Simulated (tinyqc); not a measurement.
## Core-level spacing from the offsets

Problem. For an overlayer B on a substrate A, dEv = (iB - iA) - (cB - vB) + (cA - vA) in binding energies, and dEc + dEv = EgB - EgA. Find dEv and the spacing iB - iA that a thin film must show.

Parameters, values chosen for the exercise: gap of the substrate A EgA = 1.14 eV; gap of the overlayer B EgB = 8.89 eV.

dEc = 3.3264719 eV
cA - vA = 34.643528 eV
cB - vB = 66.19 eV

Answer. The gaps give dEv, and the Kraut relation is solved for the spacing.

dEv = 4.4235 eV
iB - iA = 35.970 eV

Numbers from tinyqc (`OMP_NUM_THREADS=1 python tinyqc.py 2410014 2410015 out.jsonl`; about 0.01 s on one thread of a shared Intel Xeon 2.30GHz).
